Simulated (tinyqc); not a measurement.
What each parameter does: localisation in a chain with random site energies (transfer matrices).

Hopping -t; leads with site energy 0, E = -2t cos(ka). psi_(j+1) = ((e_j - E)/t) psi_j - psi_(j-1), a product of matrices M_j = [[(e_j - E)/t, -1], [1, 0]]. For M = M_N ... M_1 the transmission is T = 4 sin^2(ka)/|M21 - M12 + M22 exp(ika) - M11 exp(-ika)|^2. Long samples draw e_j = W (x_j/2147483647 - 1/2) from x_j = 16807 x_(j-1) mod 2147483647, starting at x0. The localisation length xi, in sites, is defined by ln T = -2N/xi on average; weak disorder gives xi = 24 (4t^2 - E^2)/W^2, and the mean free path for backscattering is xi/2.

Numerical xi = N/ln sqrt(psi_(N+1)^2 + psi_N^2) for N = 20000 sites from psi_1 = 1, psi_0 = 0; its statistical error is about xi sqrt(xi/N).

Inputs chosen for the exercise:
- t = 1.05 eV (hopping)
- E = -1.67 eV (energy)
- W = 2.92 eV (full width of the disorder)
- x0 = 2360 (start of the number sequence)

Numerical and weak-disorder xi.

One parameter was then changed.

Results before and after:
```
case     numerical xi (sites)  weak-disorder xi (sites)
base                     5.72                      4.56
changed                  5.63                      4.56
```

Which of these changes was made? (a) t = 1.208 eV; (b) x0 = 2361; (c) E = -1.17 eV; (d) W = 3.504 eV.
Answer: (b) x0 = 2361. Of the candidates, run in turn, only this one gives the changed row.

All candidates:
```
case          numerical xi (sites)  weak-disorder xi (sites)
base                          5.72                      4.56
t = 1.208 eV                  8.66                      8.58
E = -1.17 eV                  8.05                      8.56
W = 3.504 eV                  4.44                      3.17
x0 = 2361                     5.63                      4.56
```

A new x0 is another sample of the same disorder; its shift is one draw of the statistical scatter, about xi sqrt(xi/N); the other rows share one sample, so their errors are correlated.

Run: tinyqc, `OMP_NUM_THREADS=1 python tinyqc.py 1480295 1480296 out.jsonl`; Intel(R) Xeon(R) Processor @ 2.30GHz, one thread, shared host; about 0.04 s of CPU time with all checks.
